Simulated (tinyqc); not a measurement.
# Changing the bias power P_b

Model: global model of a low-pressure process discharge: electron temperature, density, ion flux and ion energy. Computed by tinyqc, a small Python program. Command: `OMP_NUM_THREADS=1 python tinyqc.py 3111083 3111084 out.jsonl plasma sweep`. One thread of a shared host (Intel(R) Xeon(R) Processor @ 2.30GHz), about 0.01 s of CPU time with the checks.

Maxwellian electrons with temperature T_e in eV, one positive ion, no negative ions, uniform bulk density n; rate constants have the Arrhenius form.

Inputs (values chosen for the exercise, of the order of those of an inductive discharge in a simple atomic gas): ion mass M = 35.5 u; ionisation prefactor K0 = 2e-14 m^3/s; ionisation energy E_iz = 12.6 eV; excitation prefactor X0 = 2.3e-14 m^3/s; excitation energy E_ex = 11.2 eV; elastic rate constant K_el = 8e-14 m^3/s; ion-neutral cross section = 8.8e-19 m^2; pressure p = 0.52 Pa; gas temperature T_g = 500 K; radius R = 15 cm; height L = 20 cm; absorbed power P = 390 W; radius of the biased electrode = 15 cm; bias frequency = 60 MHz.

Constants: k_B = 1.380649e-23 J/K; e = 1.602176634e-19 C; u = 1.6605390666e-27 kg; m_0 = 9.1093837015e-31 kg; eps_0 = 8.8541878128e-12 F/m.

Method:
- n_g = p/(k_B T_g); lambda_i = 1/(n_g sigma); h_L = 0.86/sqrt(3 + L/(2 lambda_i)), h_R = 0.8/sqrt(4 + R/lambda_i); A_eff = 2 pi R^2 h_L + 2 pi R L h_R; d_eff = pi R^2 L/A_eff.
- Particle balance: K0 exp(-E_iz/T_e) n_g d_eff = u_B, u_B = sqrt(e T_e/M).
- Root found by bracketing.
- E_c = E_iz + (X0 exp(-E_ex/T_e) E_ex + K_el (3 m_0/M) T_e)/K_iz; wall potential V_s = (T_e/2) ln(M/(2 pi m_0)); E_T = E_c + 2 T_e + T_e/2 + V_s; n = P/(e u_B A_eff E_T); ion current density J = e h_L n u_B; ionised share n/n_g.
- All bias power goes to ions: V_b = P_b/(J pi r^2). Debye length at the sheath edge lambda_D = sqrt(eps_0 T_e/(e h_L n)); Child-law sheath s = (sqrt2/3) lambda_D (2 V/T_e)^(3/4), V = V_b + V_s; ion transit time tau_i = 3 s sqrt(M/(2 e V)); collisions in the sheath s/lambda_i.

One run for each value:
```
bias power P_b (W)  bias voltage V_b (V)  sheath width s (mm)  transit time over bias period  s/lambda_i
3                              1.676e+00                0.141                          2.862      0.0093
7.3                            4.079e+00                0.158                          2.974      0.0105
18                             1.006e+01                0.198                          3.210      0.0131
43                             2.403e+01                0.284                          3.618      0.0188
100                            5.588e+01                0.454                          4.229      0.0301
250                            1.397e+02                0.826                          5.164      0.0547
620                            3.464e+02                1.570                          6.398      0.1041
1500                           8.381e+02                2.999                          7.937      0.1988
```

Over the rows, bias voltage V_b (V) rises from 1.68 to 838 (exponent d ln y / d ln x about 1.00 throughout); sheath width s (mm) rises from 0.141 to 3.00 (exponent d ln y / d ln x 0.13 between the first rows and 0.73 between the last); transit time over bias period rises from 2.86 to 7.94 (exponent d ln y / d ln x 0.043 between the first rows and 0.24 between the last).
